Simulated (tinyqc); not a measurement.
Resistance of a tapered via with liner, size effect and interface: one step of the calculation.

A round via whose diameter grows from db at the bottom as D(z) = db + 2 z/tan(ang). The fill, of diameter D - 2 tl, starts above the bottom liner (thickness fb tl) and has rho = rho0 (1 + ks lam/(D - 2 tl)); the sidewall liner conducts in parallel with it. The bottom liner and the interface are crossed over the full area pi db^2/4. Spreading in the lines above and below is left out.

Problem. Total resistance. R_fill = sum of the slices; R_bottom = rl fb tl/(pi db^2/4); R_interface = ri/(pi db^2/4); ballistic (Sharvin) limit 1/(Sb pi (db - 2 tl)^2/4); ideal cylinder rho0 hv/(pi db^2/4).

Parameters, values chosen for the exercise; fill metal close to cobalt: diameter at the bottom db = 11 nm; height hv = 22 nm; bulk resistivity of the fill rho0 = 6.12 uohm cm; liner on the sidewall tl = 1.4 nm; liner at the bottom over that on the sidewall fb = 0.7; resistivity of the liner rl = 160 uohm cm; interface resistivity at the bottom ri = 5.9e-13 ohm cm^2; ballistic conductance per area, about 3/(4 rho0 lam) Sb = 1e15 S/m^2.

slice resistance, slice 0 to 7 (ohm): 5.3932077  4.9925416  4.6331995  4.3098462  4.0179619  3.7536999  3.5137716  3.2953540

Give: parts; R; shares; ballistic limit; ideal cylinder.

Solution.

parts (ohm): fill 33.91, bottom liner 16.50, interface 0.6208
R = 51.03 ohm
shares (%): fill 66.45, bottom liner 32.33, interface 1.22
ballistic limit = 18.94 ohm
ideal cylinder = 14.17 ohm

The fill is the largest part, and R is 3.60 times the ideal cylinder. With 2000 slices R = 51.040 ohm.

Numbers from tinyqc (`OMP_NUM_THREADS=1 python tinyqc.py 2750005 2750006 out.jsonl`; about 0.01 s on one thread of a shared Intel Xeon 2.30GHz).
